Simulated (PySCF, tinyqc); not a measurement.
Inside a calculation. Method: CID on RHF in the sto-6g basis, for H3+, spin multiplicity 1. The lowest restricted solution is unstable here: a spin-polarised one lies 0.0067 hartree lower (PySCF). One step of it, computed by the program tinyqc.

Problem. CID: determinants and Hamiltonian. Slater-Condon rules over spin orbitals, with the nuclear repulsion added and E(HF) subtracted on the diagonal.

one-electron integrals over orbitals h = C^T H C (hartree):
```
[[-1.288973, 0.018622, -0.033912],
 [0.018622, -1.023198, -0.004014],
 [-0.033912, -0.004014, -0.948985]]
```

Two-electron integrals over orbitals (pq|rs), unique and non-zero (hartree):
```
(11|11) 0.481592    (21|11) -0.018622   (21|21) 0.149613    (22|11) 0.447637
(22|21) 0.063638    (22|22) 0.557707    (31|11) 0.033912    (31|21) 0.002061
(31|22) -0.082652   (31|31) 0.158512    (32|11) 0.003038    (32|21) -0.112145
(32|22) -0.024321   (32|31) -0.050294   (32|32) 0.104318    (33|11) 0.497329
(33|21) -0.063761   (33|22) 0.408888    (33|31) 0.087276    (33|32) 0.022046
(33|33) 0.565697
```

nuclear repulsion = 1.00039862 hartree

Hartree-Fock energy = -1.09595399 hartree

Give: determinants; H - E(HF) between determinants.

Solution.

Occupation strings over the orbitals (2 doubly, a alpha, b beta, 0 empty; spin orbitals ordered 1a 1b 2a 2b ...): 200 020 0ab 0ba 002

H - E(HF) between determinants (hartree), order 200, 020, 0ab, 0ba, 002:
```
[[0.0000, 0.1496, 0.0021, -0.0021, 0.1585],
 [0.1496, 0.6077, -0.0283, 0.0283, 0.1043],
 [0.0021, -0.0283, 0.5331, -0.1043, 0.0180],
 [-0.0021, 0.0283, -0.1043, 0.5331, -0.0180],
 [0.1585, 0.1043, 0.0180, -0.0180, 0.7641]]
```
